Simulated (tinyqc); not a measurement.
Changing the film thickness t: Debye-Callaway model of lattice thermal conductivity. Computed by tinyqc, a small Python program. Command: `OMP_NUM_THREADS=1 python tinyqc.py 3016459 3016460 out.jsonl callaway sweep`. One thread of a shared host (Intel(R) Xeon(R) Processor @ 2.30GHz), about 0.04 s of CPU time with the checks.

Three acoustic branches with one velocity v, cut at omega_D = k_B Theta/hbar; x = hbar omega/(k_B T). v and Theta are separate inputs: Theta cuts off the heat-carrying modes, so C need not reach 3 k_B/V. gamma is an effective value that sets the umklapp rate. Heat flows along the film.

Inputs (values chosen for the exercise, modelled on sodium chloride):
```
quantity                               value        unit
sound velocity v                        2800         m/s
Debye temperature Theta                  292           K
volume per atom V                       22.4  angstrom^3
mean atomic mass M                      29.2           u
effective Grueneisen parameter gamma    2.79           -
umklapp exponent divisor b               2.5           -
vacancy fraction n_v                  0.0016           -
specularity p                            0.2           -
normal-process factor f_N               0.39           -
temperature T                             20           K
```

Sample: film. Point defects: vacancies. Normal processes: included.

Constants: k_B = 1.380649e-23 J/K; hbar = 1.054571817e-34 J s; u = 1.6605390666e-27 kg.

Method:
- A vacancy counts as a mass defect Delta M/M = -3 (the missing mass and twice its bonds), so Gamma = 9 n_v. A = V Gamma/(4 pi v^3).
- Rates: point defects A omega^4; umklapp B omega^2 T exp(-Theta/(b T)) with B = hbar gamma^2/(M v^2 Theta); normal processes f_N B omega^2 T (T/Theta)^2. Film: the bulk time tau of each mode, from the resistive rates above, is multiplied by the Fuchs-Sondheimer factor F = (3/2) int_0^1 (1 - u^2) [1 - (1 - p) (u/d) (1 - E)/(1 - p E)] du, with E = exp(-d/u), d = t/(v tau), by 48 Gauss-Legendre points in z with u = z^4; the boundary rate is defined as 1/(F tau) - 1/tau.
- kappa_1 = c int tau_C g dx, g = x^4 e^x/(e^x - 1)^2, c = (k_B/(2 pi^2 v)) (k_B T/hbar)^3, over 0 < x < min(Theta/T, 40), by 96 Gauss-Legendre points in s with x = x_max s^2; 1/tau_C = 1/tau_R + 1/tau_N; kappa_2 = c [int (tau_C/tau_N) g dx]^2 / int (tau_C/(tau_N tau_R)) g dx; kappa = kappa_1 + kappa_2.
- Heat capacity C = 3 c int g dx / v^2; grey free path 3 kappa/(C v); the median free path v tau_C halves kappa_1 when the quadrature points are ordered by free path (each counted at half its weight, interpolated in the logarithm); likewise at 10 % and 90 %.

One run for each value:
```
film thickness t (micrometre)  kappa (W/(m K))  grey free path (nm)  median free path (nm)
0.015                                     1.79                   43              5.896e+01
0.038                                     3.32                   80              1.244e+02
0.095                                     5.79                  139              2.575e+02
0.24                                      9.70                  233              5.347e+02
0.6                                      15.40                  371              1.101e+03
1.5                                      23.43                  564              2.263e+03
3.8                                      34.48                  830              4.714e+03
9.5                                      48.78                 1174              9.758e+03
24                                       67.21                 1617              2.026e+04
60                                       89.77                 2160              4.171e+04
```

Over the rows, kappa (W/(m K)) rises from 1.79 to 89.8 (exponent d ln y / d ln x 0.66 between the first rows and 0.32 between the last); grey free path (nm) rises from 43.1 to 2160 (exponent d ln y / d ln x 0.66 between the first rows and 0.32 between the last); median free path (nm) rises from 59.0 to 41700 (exponent d ln y / d ln x about 0.79 throughout). Kappa falls to half its value in the last row at about 7.4 micrometre, against a grey free path of 2.2 and a median one of 42 micrometre in that row.

Caution (rows 0.0150): the sample is less than ten thermal wavelengths across, so confinement and the wavelength dependence of p, left out here, matter.

Extremes, crossings and ranges named in words are read from the listed rows.
